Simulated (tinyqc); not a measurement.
# Inputs raised by 10 %, one at a time

Model: oxide trap near a transistor channel: two-state multiphonon kinetics, telegraph noise and bias instability. Computed by tinyqc, a small Python program. Command: `OMP_NUM_THREADS=1 python tinyqc.py 3030642 3030643 out.jsonl oxidetrap sens`. One thread of a shared host (Intel(R) Xeon(R) Processor @ 2.30GHz), about 0.01 s of CPU time with the checks.

An n-channel device under positive gate bias. The trap is empty (state 1) or holds an electron (state 2); both states are parabolas of equal curvature, and the electron reservoir is taken at the Fermi level of the channel.

Inputs (values chosen for the exercise, with an insulator like SiO2 on silicon):
```
quantity                                value   unit
insulator constant eps_ox                 3.9      -
insulator thickness t_ox                  5.6     nm
trap depth x from the interface           1.6     nm
tunnel barrier phi_b                     3.04     eV
tunnelling mass m_ox                     0.39    m_0
trap level above E_F at zero field E_t   0.34     eV
relaxation energy E_R                    0.92     eV
oxide field F                             1.8  MV/cm
attempt rate k_0 at the interface       6e+11    1/s
temperature T                             400      K
channel width W                           220     nm
channel length L                           25     nm
frequency f                             10000     Hz
stress time t_s                           0.2      s
```

Parts treated: one trap.

Constants: hbar^2/(2 m_0) = 3.80998212 eV angstrom^2; k_B = 8.617333262e-05 eV/K; e = 1.602176634e-19 C; eps_0 = 8.8541878128e-12 F/m.

Method:
- kappa = sqrt(2 m_ox phi_b)/hbar = sqrt(m_ox phi_b/(hbar^2/2m_0)); attenuation length lambda = 1/(2 kappa); factor exp(-x/lambda) for a rectangular barrier.
- E_21 = E_t - e F x is the energy of state 2 over state 1; barriers E_c = (E_R + E_21)^2/(4 E_R), E_e = E_c - E_21; tau_c = exp(E_c/k_B T)/(k_0 P), tau_e = exp(E_e/k_B T)/(k_0 P), P the tunnelling factor; occupation f_2 = tau_e/(tau_c + tau_e); 1/tau_0 = 1/tau_c + 1/tau_e.
- Charge-sheet step dV = e (t_ox - x)/(eps_ox eps_0 W L); Lorentzian spectrum S(f) = 4 dV^2 tau_0^2/((tau_c + tau_e)(1 + (2 pi f tau_0)^2)); corner 1/(2 pi tau_0); variance dV^2 f_2 (1 - f_2) = dV^2 tau_0/(tau_c + tau_e).
- From the zero-field occupation f(0), f(t) = f_2 + (f(0) - f_2) exp(-t/tau_0) under the field; after t_s the field is removed and f relaxes with the zero-field constants.

Runs:
```
input moved                                  from     to  emission time tau_e (s)  threshold step dV (mV)  corner frequency (Hz)  half-time of recovery (s)
base run                                        -      -                 0.035801                  3.3744                 5.4290                  0.0009266
trap level above E_F at zero field E_t (eV)  0.34  0.374                 0.022687                  3.3744                 7.5941                  0.0006852
relaxation energy E_R (eV)                   0.92  1.012                 0.069637                  3.3744                 2.7911                  0.0016623
oxide field F (MV/cm)                         1.8   1.98                 0.053446                  3.3744                 4.4970                  0.0009266
insulator thickness t_ox (nm)                 5.6   6.16                 0.035801                  3.8468                 5.4290                  0.0009266
tunnelling mass m_ox (m_0)                   0.39  0.429                 0.085563                  3.3744                 2.2716                  0.0022146
channel width W (nm)                          220    242                 0.035801                  3.0676                 5.4290                  0.0009266
stress time t_s (s)                           0.2   0.22                 0.035801                  3.3744                 5.4290                  0.0009266
```

Exponents ln(y'/y) / ln(x'/x):
```
input                                   emission time tau_e  threshold step dV  corner frequency  half-time of recovery
trap level above E_F at zero field E_t               -4.787              0.000             3.521                 -3.166
relaxation energy E_R                                 6.981              0.000            -6.981                  6.132
oxide field F                                         4.204              0.000            -1.976                  0.000
insulator thickness t_ox                              0.000              1.375             0.000                  0.000
tunnelling mass m_ox                                  9.141              0.000            -9.141                  9.141
channel width W                                       0.000             -1.000             0.000                  0.000
stress time t_s                                       0.000              0.000             0.000                  0.000
```

Which inputs matter most for each result?

Among the inputs moved here: emission time tau_e answers most in size to tunnelling mass m_ox (exponent +9.141), next to relaxation energy E_R (+6.981); its exponent is below 0.0005 for insulator thickness t_ox, channel width W, stress time t_s. Threshold step dV answers most in size to insulator thickness t_ox (exponent +1.375), next to channel width W (-1.000); its exponent is below 0.0005 for trap level above E_F at zero field E_t, relaxation energy E_R, oxide field F, tunnelling mass m_ox, stress time t_s. Its exponent -1.000 in channel width W: one charge is spread over the gate area. Corner frequency answers most in size to tunnelling mass m_ox (exponent -9.141), next to relaxation energy E_R (-6.981); its exponent is below 0.0005 for insulator thickness t_ox, channel width W, stress time t_s. Half-time of recovery answers most in size to tunnelling mass m_ox (exponent +9.141), next to relaxation energy E_R (+6.132); its exponent is below 0.0005 for oxide field F, insulator thickness t_ox, channel width W, stress time t_s.
